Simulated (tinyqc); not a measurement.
# Changing the tracer diffusivity D*_B(0)

Model: interdiffusion in a binary couple: Darken equations, Kirkendall shift and Boltzmann-Matano analysis. Computed by tinyqc, a small Python program. Command: `OMP_NUM_THREADS=1 python tinyqc.py 3013553 3013554 out.jsonl darken sweep`. One thread of a shared host (Intel(R) Xeon(R) Processor @ 2.30GHz), about 0.09 s of CPU time with the checks.

x is the mole fraction of B; the molar volume is constant, and the two halves are long enough to count as infinite.

Inputs (values chosen for the exercise, for a model alloy A-B):

| quantity | value | unit |
|---|---|---|
| tracer diffusivity D*_A(0) | 5e-15 | m^2/s |
| slope k of ln D* with x | 0.24 | - |
| regular-solution parameter W | 0.062 | eV |
| temperature T | 1030 | K |
| left composition x_L | 0.38 | - |
| right composition x_R | 0.72 | - |
| time t | 4200 | s |
| composition x for the local step | 0.52 | - |

Vacancy-wind correction: none.

Constants: k_B = 8.617333262e-05 eV/K.

Method:
- D*_i(x) = D*_i(0) exp(k x); thermodynamic factor Phi = 1 - 2 W x (1 - x)/(k_B T); intrinsic D_i = D*_i Phi; interdiffusion D~ = x D_A + (1 - x) D_B.
- With lambda = z/sqrt(t), the profile solves d/dlambda (D~ dx/dlambda) + (lambda/2) dx/dlambda = 0 with x = x_L and x_R far to the left and right; z = 0 is the original interface. It is solved as a boundary-value problem in y = lambda/sqrt(D~ at the mean composition) on -12 < y < 12 (collocation, tolerance 1e-8).
- Lattice planes move with v = (D_B - D_A) dx/dz; markers from the original interface stay at one composition, where z_K = 2 t v.

One run for each value:

| tracer diffusivity D*_B(0) (m^2/s) | marker position z_K (um) | composition at the markers | interdiffusion coefficient D~ at the local x (m^2/s) |
|---|---|---|---|
| 6.20e-16 | -0.8667 | 0.53285 | 2.1380e-15 |
| 1.10e-15 | -0.7437 | 0.53624 | 2.3081e-15 |
| 1.80e-15 | -0.5812 | 0.54038 | 2.5560e-15 |
| 3.00e-15 | -0.3378 | 0.54591 | 2.9810e-15 |
| 5.00e-15 | 0.0000 | 0.55240 | 3.6893e-15 |
| 8.40e-15 | 0.4556 | 0.55932 | 4.8935e-15 |
| 1.40e-14 | 1.0279 | 0.56569 | 6.8769e-15 |
| 2.40e-14 | 1.7816 | 0.57127 | 1.0419e-14 |
| 4.00e-14 | 2.6629 | 0.57526 | 1.6086e-14 |

Over the rows, marker position z_K (um) rises from -0.867 to 2.66; composition at the markers rises from 0.533 to 0.575 (exponent d ln y / d ln x 0.011 between the first rows and 0.014 between the last); interdiffusion coefficient D~ at the local x (m^2/s) rises from 2.14e-15 to 1.61e-14 (exponent d ln y / d ln x 0.13 between the first rows and 0.85 between the last). The shift vanishes where D*_B = D*_A = 5e-15 m^2/s and changes sign there.
